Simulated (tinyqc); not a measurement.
Read current of a NAND string, cells in series solved by shooting: one step of the calculation.

Cells in series, numbered from 0 at the source line (0 V) to the bit line, each followed by a gap resistance Rg. A cell with gate Vg, threshold VT, source Vs and drain Vd passes I = 2 nf K Vt^2 [F(Vs) - F(Vd)]/(1 + th max(Vg - VT, 0)), F(V) = ln^2(1 + exp((Vg - VT - nf V)/(2 nf Vt))). The selected cell has Vg = Vr, the others Vg = Vp.

Question. Node voltages for a trial current. For a trial current I start at 0 V and, cell by cell (the selected one is cell 2), solve for the drain: sqrt(F(Vd)) = sqrt(F(Vs) - I/k), k = 2 nf K Vt^2/(1 + th max(Vg - VT, 0)), Vd = [Vg - VT - 2 nf Vt ln(exp(sqrt F) - 1)]/nf, then add I Rg.

Parameters, values chosen for the exercise; values of the order met in vertical NAND strings:
- T = 300 K (temperature)
- K = 23 uA/V^2 (gain factor of a cell)
- nf = 1.7 (slope factor)
- th = 0.13 1/V (mobility reduction factor)
- Rg = 2.9 kohm (resistance of the gap between cells)
- Vbl = 0.3 V (bit-line voltage)
- Vp = 7.7 V (pass voltage)
- Vr = 2.46 V (read voltage on the selected word line)

Constants: q = 1.602176634e-19 C, kB = 1.380649e-23 J/K, Vt = kB T/q. Results are converted to the units shown.

second trial current = 1.1 uA
thresholds from the source end, cell 0 to 4 (V): -0.8  4.2  1.9  4.2  -0.8

Wanted: node voltage after each cell and gap, trial 2.

Answer.

node voltage after each cell and gap, trial 2, cell 0 to 4 (V): 0.01505  0.03837  0.1788  0.2039  0.2194

Program tinyqc, `OMP_NUM_THREADS=1 python tinyqc.py 2142162 2142163 out.jsonl`; Intel Xeon 2.30GHz, shared host, one thread, about 0.4 s.
